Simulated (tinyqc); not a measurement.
One-electron ion in a basis of Gaussians, step by step. Computed by tinyqc, a small Python program that keeps every step. Settings: Z = 5, l = 1. Command: `OMP_NUM_THREADS=1 python tinyqc.py 29060 29061 out.jsonl` (the two numbers bound the seeds that draw the settings). One thread of a shared host (Intel(R) Xeon(R) Processor @ 2.60GHz), about 0.01 s of CPU time with the checks.

## Matrices over normalised Gaussians

exponents of r^l exp(-a r^2) (1/bohr^2): 0.25030  0.80930  2.61700

Z = 5

l = 1

With p = a_i + a_j and I(k) = Gamma((k+1)/2) / (2 p^((k+1)/2)): S = I(2l+2), T = (2l+3) a_i a_j S / p, V = -Z I(2l+1), each divided by sqrt(S_ii S_jj).

S:
```
         1        2        3
1  1.00000  0.66517  0.23945
2  0.66517  1.00000  0.66512
3  0.23945  0.66512  1.00000
```

T (hartree):
```
         1        2        3
1  0.62575  0.63582  0.27352
2  0.63582  2.02325  2.05571
3  0.27352  2.05571  6.54250
```

V (hartree):
```
          1         2         3
1  -2.66121  -2.57536  -1.52508
2  -2.57536  -4.78524  -4.63073
3  -1.52508  -4.63073  -8.60500
```

## Generalised eigenproblem

H = T + V (hartree):
```
          1         2         3
1  -2.03546  -1.93954  -1.25157
2  -1.93954  -2.76199  -2.57503
3  -1.25157  -2.57503  -2.06250
```

Solve H C = S C e through S^(-1/2); each column has its largest component positive (the first on a tie).

eigenvalues of S: 0.17148  0.76055  2.06798

eigenvalues (hartree): -3.07449  -1.33799  1.33858

coefficients:
```
         1         2         3
1  0.13058   1.20092  -0.77991
2  0.61664  -0.53721   1.68119
3  0.38951  -0.29401  -1.35246
```

For Z = 5 and l = 1 the exact lowest level is -Z^2/(2 n^2) with n = l + 1: -3.125000 hartree.
